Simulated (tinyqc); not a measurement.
Eight-band Kane k.p model: one step. Derived values. Three cases, with inputs chosen for the exercise.

Problem. P = sqrt(Ep c); A = 1/me - Ep (Eg + 2 Dso/3)/(Eg (Eg + Dso)) keeps the electron mass; g1' = g1 - Ep/(3 Eg), g2' = g2 - Ep/(6 Eg), g3' = g3 - Ep/(6 Eg) remove the coupling to S that the Luttinger values already hold; L = -c (g1' + 4 g2'), M = -c (g1' - 2 g2'), N = -6 c g3'. c = hbar^2/2m0.

Constants: hbar^2/2m0 = 3.80998211 eV angstrom^2.

Give: P; A; g1', g2', g3'; L, M, N.

Case 1.

Values chosen (near those of InSb; the results hold for these values, not for the real material): Eg = 0.24 eV (gap at Gamma to the s-like level); Dso = 0.791 eV (spin-orbit splitting); Ep = 23 eV (Kane energy); me = 0.0137 m0 (electron mass at Gamma); g1 = 34.95 (Luttinger gamma1); g2 = 15.51 (gamma2); g3 = 16.44 (gamma3).

Solution.

P = 9.3611 eV angstrom
A = 1.6677

g1', g2', g3': [3.0056, -0.4622, 0.4678]

L, M, N (eV angstrom^2): [-4.4069, -14.9732, -10.6933]

The coupling to the valence bands supplies 71.33, against 1/me = 72.99; A makes up the difference. A > 0 and L, M < 0: every diagonal term bends away from the gap.

Case 2.

Values chosen (near those of InAs; the results hold for these values, not for the real material): Eg = 0.415 eV (gap at Gamma to the s-like level); Dso = 0.388 eV (spin-orbit splitting); Ep = 21.3 eV (Kane energy); me = 0.0262 m0 (electron mass at Gamma); g1 = 19.99 (Luttinger gamma1); g2 = 8.49 (gamma2); g3 = 9.22 (gamma3).

Solution.

P = 9.0085 eV angstrom
A = -4.8908

g1', g2', g3': [2.8816, -0.0642, 0.6658]

L, M, N (eV angstrom^2): [-10.0001, -11.4680, -15.2197]

The coupling to the valence bands supplies 43.06, against 1/me = 38.17; A makes up the difference. The diagonal term in A bends towards the gap, so the set should be tested for spurious states at large k.

Case 3.

Values chosen (near those of AlAs; the results hold for these values, not for the real material): Eg = 3.114 eV (gap at Gamma to the s-like level); Dso = 0.294 eV (spin-orbit splitting); Ep = 20.6 eV (Kane energy); me = 0.1533 m0 (electron mass at Gamma); g1 = 3.75 (Luttinger gamma1); g2 = 0.82 (gamma2); g3 = 1.43 (gamma3).

Solution.

P = 8.8592 eV angstrom
A = 0.0981

g1', g2', g3': [1.5449, -0.2825, 0.3275]

L, M, N (eV angstrom^2): [-1.5801, -8.0391, -7.4855]

The coupling to the valence bands supplies 6.43, against 1/me = 6.52; A makes up the difference. A > 0 and L, M < 0: every diagonal term bends away from the gap.

Computed by tinyqc, one run a case: `OMP_NUM_THREADS=1 python tinyqc.py N N+1 out.jsonl` with N = 1050381, 1050591, 1050594; one thread of a shared Intel(R) Xeon(R) Processor @ 2.30GHz, about 0.02 s a run at most.
